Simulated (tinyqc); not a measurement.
Comparisons within one model: six-band hole subbands of a thin body in a field. A value that a table varies takes the place of the one given here.

Basis X, Y, Z times spin, hole energies counted downwards from the unstrained edge (the hydrostatic shift is left out), c = hbar^2/2m0. For a symmetric tensor T let C(T) have C_XX = L Txx + M (Tyy + Tzz), C_XY = N Txy (cyclic), L = c (g1 + 4 g2), M = c (g1 - 2 g2), N = 6 c g3. k = q + kz n, n the unit normal, q = k1 u + k2 v with u along the channel [1-10] and v = n x u. H = C(k k^T) + (Dso/3)(1 - L.sigma) - B + e F z with (L_k)_ij = -i epsilon_kij; B is the block C built from the traceless strain with 2b, -b and sqrt(3) d in place of L, M, N. Strain: exx = eyy = (s11 + s12) sx/2, ezz = s12 sx, exy = -s44 sx/4. Hard walls at z = 0 and t; basis sin(j pi z/t), j = 1 to Nz: kz^2 = (j pi/t)^2, kz = -i D with D_jl = 4 j l/(t (j^2 - l^2)), z_jj = t/2 and z_jl = -8 t j l/(pi (j^2 - l^2))^2 for j + l odd; 1 MV/cm = 0.01 eV/angstrom.

Nz = 14. E1 is the top subband at q = 0, gap the distance to the next pair, and the masses are c q^2/(E(q) - E1) at |q| = 0.02 1/angstrom (mean of the spin pair) along the channel [1-10] and across it in the plane; a dash marks a band that does not rise.

Constants: hbar^2/2m0 = 3.80998211 eV angstrom^2.

Values chosen for the exercise (near those of a p-type Ge channel; shifted at random, so the results belong to these values and not to a real crystal):
- g1 = 13.34 (Luttinger gamma1)
- g2 = 4.26 (gamma2)
- g3 = 5.71 (gamma3)
- Dso = 0.292 eV (spin-orbit splitting)
- b = -2.58 eV (tetragonal potential)
- d = -5.29 eV (trigonal potential)
- S = (9.82, -2.65, 15.03) 1/TPa (compliances s11, s12, s44)
- face = 111 (surface)
- t = 55 angstrom (body thickness)
- F = 0 MV/cm (field across the body)
- sx = -2 GPa (stress along the channel [1-10], negative in compression)

## Stress along the channel

Each row has its own sx.

Results:
```
sx (GPa)  E1 (meV)  gap (meV)  m channel  m across
-3.0         -71.0       75.2      0.038     0.266
-2.0         -30.3       74.2      0.041     0.190
-1.0           3.4       72.7      0.048     0.119
-0.5          15.8       71.9      0.057     0.092
0.0           23.9       71.6      0.070     0.071
0.5           27.2       71.9      0.091     0.057
1.0           26.1       72.9      0.118     0.049
```

What does this show?

Under 2 GPa of compression the channel mass goes from 0.070 to 0.041 m0, the mass across from 0.071 to 0.190; the gap to the next subband is 74, 72 and 73 meV at -2, 0 and +1 GPa. The lightest channel mass of the table, 0.038 m0, is at -3.0 GPa.

## Surface orientation and number of bands

Three faces, six bands; and four bands, with Dso set to 1000 eV.

Results:
```
case           E1 (meV)  gap (meV)  m channel  m across
(001) 6 bands       2.1      182.3      0.046     0.247
(001) 4 bands      22.1      183.6      0.062     0.097
(110) 6 bands     -40.6       34.0      0.038     0.163
(110) 4 bands       1.8      100.4      0.049     0.097
(111) 6 bands     -30.3       74.2      0.041     0.190
(111) 4 bands      -5.3       76.1      0.054     0.075
```

What can be read from the table?

With six bands the top subband is shallowest on (110) (-40.6 meV) and deepest on (001). Without the stress E1 would be 59.9, 28.3 and 23.9 meV, so the stress moves it by -57.8, -68.9 and -54.2 meV. The lightest channel mass is on (110) (0.038 m0). Dropping the split-off band moves E1 by 20.0, 42.4 and 25.0 meV and the gap by 1.4, 66.4 and 1.8 meV on the three faces, with Dso = 292 meV.

## What each parameter does

Six bands. Each row changes one parameter from the base and keeps the others.

Results:
```
case             E1 (meV)  gap (meV)  m channel (m0)  m across (m0)
base                -30.3       74.2           0.041          0.190
t = 45 angstrom     -17.5      108.9           0.041          0.181
F = 0.3 MV/cm        41.1       87.7           0.043          0.191
sx = -2.5 GPa       -50.1       74.8           0.039          0.228
g3 = 5.31           -20.6      104.2           0.041          0.158
g2 = 4.9            -30.3       74.2           0.041          0.180
Dso = 0.438 eV      -23.4       74.9           0.043          0.142
d = -4.23 eV        -19.8       74.0           0.042          0.171
```

What can be read from the table?

The largest shifts from the base row, up to three for each result and ties (the steps differ in size, so this ranks the rows, not the parameters). E1 (meV): F +71.5, sx -19.7, t +12.8; unchanged at the printed digits by g2. gap (meV): t +34.7, g3 +30.0, F +13.4; unchanged at the printed digits by g2. m channel (m0): Dso +0.003, F +0.002, sx -0.002; unchanged at the printed digits by t, g3 and g2. m across (m0): Dso -0.048, sx +0.038, g3 -0.032.

Program tinyqc; command `OMP_NUM_THREADS=1 python tinyqc.py 1251186 1251187 out.jsonl`; about 0.4 s on one thread of a shared Intel(R) Xeon(R) Processor @ 2.30GHz.
